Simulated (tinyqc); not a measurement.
MOSFET with velocity saturation and source resistance: course of the iteration: saturation current with source resistance.

Strong inversion, charge Q = Cox (Vg - m V) at channel potential V with Vg the gate overdrive, and drift velocity v = mu E/(1 + mu E/vsat). Integrating along the channel gives I = mu Cox (1/L)(Vg Vd - m Vd^2/2)/(1 + Vd/Vc) per width, Vc = vsat L/mu, which peaks at Vdsat. Units: I in uA/um, Rs in ohm um, so the drop over Rs is 1e-6 I Rs volts.

Vg = Vgs - I Rs - VT (0 if negative), mu = mu0/(1 + th Vg), Vc = vsat L/mu, x = sqrt(1 + 2 Vg/(m Vc)), Vdsat = 2 Vg/(m (1 + x)), Isat = Cox vsat Vg (x - 1)/(x + 1) per width. I(new) = Isat.

Stop when I changes by less than 1e-6 uA/um, or after 25 iterations.

Inputs (values chosen for the exercise): gate capacitance Cox = 2.21 uF/cm^2; mobility at low gate voltage mu0 = 560 cm^2/(V s); mobility degradation th = 0 1/V; saturation velocity vsat = 7.7e6 cm/s; body factor m = 1.16; threshold VT = 0.52 V; channel length L = 0.05 um; source resistance Rs = 900 ohm um; gate voltage Vgs = 2.5 V.

I at the start = 0 uA/um

Course of the iteration:
```
iteration	I (uA/um)	|change| (uA/um)
1	2539.19	2540
2	0	2540
3	2539.19	2540
4	0	2540
5	2539.19	2540
6	0	2540
7	2539.19	2540
8	0	2540
9	2539.19	2540
...	...	...
17	2539.19	2540
18	0	2540
19	2539.19	2540
20	0	2540
21	2539.19	2540
22	0	2540
23	2539.19	2540
24	0	2540
25	2539.19	2540
```

Did this iteration meet its convergence test, and what does its course show?

No. Not converged within 25 iterations. The value swings between 0 and 2539 for good. At the solution, 1114 uA/um, gm Rs is 1.23 with gm the intrinsic transconductance: above one, so substitution overshoots. A rerun with the update damped to 0.5 converges in 11 iterations.

Range of the model: At this length velocity overshoot and near-ballistic transport, left out here, matter.

Computed by the program tinyqc: `OMP_NUM_THREADS=1 python tinyqc.py 2500051 2500052 out.jsonl`, one thread of a shared Intel Xeon 2.30GHz, about 0.01 s for the whole run.
